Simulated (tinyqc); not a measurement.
# Delay unit and parasitic delay from two ring oscillators

Problem. A ring of 31 inverters oscillates at 1/(2 x 31 d), with stage delay d = tau (h + p) for fan-out h. Find tau, p and the delay at fan-out 4.

frequencies of 31-stage ring oscillators with fan-out 1 and 4 (GHz): 1.5716169  0.59139844

Solution. d is a straight line in h with slope tau and intercept tau p.

tau = 5.670 ps
p = 0.8100
delay at fan-out 4 = 27.27 ps

Program tinyqc, `OMP_NUM_THREADS=1 python tinyqc.py 2082051 2082052 out.jsonl`; Intel Xeon 2.30GHz, shared host, one thread, about 0.01 s.
